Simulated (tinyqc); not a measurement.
# FinFET, parasitic resistance, capacitance and delay: what each parasitic element costs

Nf fins under one contact; each has gated perimeter p = 2 Hf + Wf and cross-section A = Hf Wf; contact width Wc = Nf pf, stack height Hs = Hf. Contact length Lc = CPP - Lg - 2 Lsp, shared by two neighbouring gates. Source and drain sides are equal. The formulas are first-order estimates, not field solutions.

Epitaxy sheet resistance Rsh = re/te, transfer length LT = sqrt(rc/Rsh), contact Rc = [sqrt(rc Rsh)/Wc] coth(Lc/(2 LT)); extension of one fin Rx = rx Lsp/A. With N fins: gate Cg = Cinv p N Lg; per side, plate Cp = ks eps0 [Wc (Hs + Hc) - N A]/Lsp, top fringe Cf = (2/pi) ks eps0 Wc ln(1 + Lg/(2 Lsp)), overlap Co = Cinv p N Lov. One fin: I = p Q vx u/(1 + |u|^1.8)^(1/1.8), Q = Cinv n Vt ln(1 + exp((Vg' - VT + dl Vd')/(n Vt))), u = Vd' mu/(vx Lg), Vg' = Vgs - v, Vd' = Vds - 2 v, with the drop on each side v = Rc (sum of I) + Rx I. Ieff = [I(Vgs = Vdd, Vds = Vdd/2) + I(Vdd/2, Vdd)]/2, total currents. With Cs = Cp + Cf + Co, the load of an inverter of two such devices driving an equal one is CL = 2 (Cg + 2 Cs) + 4 Cs + Cw (own drains counted twice for the Miller effect); delay CL Vdd/(2 Ieff). Each row removes one element and keeps the rest.

Inputs (values chosen for the exercise); values close to those of silicon logic devices: temperature T = 300 K; number of fins Nf = 1; fin height Hf = 42 nm; fin width Wf = 7 nm; fin pitch pf = 42 nm; contacted gate pitch CPP = 45 nm; gate length Lg = 18 nm; spacer length Lsp = 6 nm; relative permittivity of the spacer ks = 7; gate height above the channel stack Hc = 30 nm; contact resistivity rc = 2e-9 ohm cm^2; resistivity of the source-drain epitaxy re = 0.00034 ohm cm; current-carrying depth of the epitaxy te = 25 nm; resistivity of the extension rx = 0.00059 ohm cm; gate overlap Lov = 2 nm; inversion capacitance Cinv = 3.5 uF/cm^2; injection velocity vx = 1.6e7 cm/s; apparent mobility mu = 350 cm^2/(V s); threshold at zero drain voltage VT = 0.23 V; barrier lowering dl = 0.033 V/V; subthreshold factor n = 1.21; wire load Cw = 0.31 fF; supply voltage Vdd = 0.7 V.

Constants: q = 1.602176634e-19 C, kB = 1.380649e-23 J/K, eps0 = 8.8541878128e-12 F/m, Vt = kB T/q. Results are converted to the units shown.

One element removed at a time:

|  | Ieff (uA) | CL (aF) | delay (ps) |
|---|---|---|---|
| as given | 99.76 | 713.4 | 2.503 |
| no contact resistance | 143.6 | 713.4 | 1.739 |
| no extension resistance | 106.8 | 713.4 | 2.338 |
| air spacer (ks = 1) | 99.76 | 509.6 | 1.788 |
| no overlap | 99.76 | 662.4 | 2.324 |
| no wire | 99.76 | 403.4 | 1.415 |

What do the numbers show?

Gains in delay, largest first: no wire 43 %, no contact resistance 31 %, air spacer (ks = 1) 29 %, no overlap 7.1 %, no extension resistance 6.6 %.

tinyqc, about 0.04 s, one thread, Intel Xeon 2.30GHz (shared host): `OMP_NUM_THREADS=1 python tinyqc.py 2170084 2170085 out.jsonl`
